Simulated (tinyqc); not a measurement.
Floating body of a partially depleted SOI transistor: body voltage and kink: two steps of the calculation.

Source at 0 V. Channel current Ic = 2 nf K Vt^2 [F(0) - F(Vd)](1 + la Vd), F(V) = ln^2(1 + exp((Vg - VT - nf V)/(2 nf Vt))), VT = VT0 - gb Vb. Saturation voltage Vs = 2 Vt sqrt(F(0)) + 3 Vt, excess Ve = (Vd - Vs + sqrt((Vd - Vs)^2 + 0.0004 V^2))/2, multiplication M1 = Ai Ve exp(-Bl/Ve). Each junction passes D(v) = J1 (exp(v/Vt) - 1) + J2 (exp(v/(2 Vt)) - 1). Bipolar current Ib = bb J1 (exp(Vb/Vt) - 1). The body settles where M1 (Ic + Ib) = D(Vb) + D(Vb - Vd) + Vb/Rb; drain current Id = (1 + M1)(Ic + Ib) - D(Vb - Vd).

Values chosen for this exercise; values of the order met in partially depleted silicon-on-insulator transistors: temperature T = 358 K; threshold at zero body voltage VT0 = 0.51 V; fall of the threshold per volt of body voltage gb = 0.1; slope factor nf = 1.42; gain factor per width K = 360 uA/(V^2 um); channel-length modulation factor la = 0.09 1/V; impact-ionisation prefactor Ai = 1.51 1/V; impact-ionisation voltage Bl = 4.6 V; diffusion saturation current of each junction J1 = 1.9e-11 uA/um; recombination saturation current of each junction J2 = 1.2e-8 uA/um; gain of the lateral bipolar transistor on the diffusion current bb = 3; resistance of a weak body tie to the source (1e9 stands for no tie, and the term is then dropped) Rb = 1e9 kohm um; gate voltage Vg = 0.99 V; drain voltage Vd = 2.3 V.

Constants: q = 1.602176634e-19 C, kB = 1.380649e-23 J/K, Vt = kB T/q. Results are converted to the units shown.

Problem 1. New Vb. Current into the body I_in = M1 (Ic + Ib) - D(Vb - Vd), current out I_out = D(Vb) + Vb/Rb; f = ln(I_in/I_out), s = df/dVb by central differences over 1e-5 V, Vb(new) = Vb - f/s.

Vb at the start = 0.93 V

Find: Ic; Ve; M1; I_in; I_out; f; s; Vb after iteration 1.

Solution 1.

Ic = 50.26 uA/um
Ve = 1.804 V
M1 = 0.2127
I_in = 160.6 uA/um
I_out = 235.0 uA/um
f = -0.3807
s = -2.270 1/V
Vb after iteration 1 = 0.7623 V

Problem 2. Drain current with floating and with grounded body. Id and VT at the converged Vb, Id at Vb = 0, their ratio, and the bipolar share Ib/(Ic + Ib).

converged Vb = 0.86604433 V

Wanted: VT; Id, floating; Id, grounded; ratio; bipolar share.

Solution 2.

VT = 0.42340 V
Id, floating = 167.36 uA/um
Id, grounded = 43.810 uA/um
ratio = 3.8201
bipolar share = 64.337 %

The body rises to 0.866 V and lowers the threshold by 86.6 mV.

Range of the model: The multiplication law is an empirical form chosen for the exercise; self-heating and capacitive coupling to the body are left out, and the linear laws are rough once Vb passes about 0.7 V or M1 about 0.1.

Program tinyqc, `OMP_NUM_THREADS=1 python tinyqc.py 2182265 2182266 out.jsonl`; Intel Xeon 2.30GHz, shared host, one thread, about 0.2 s.
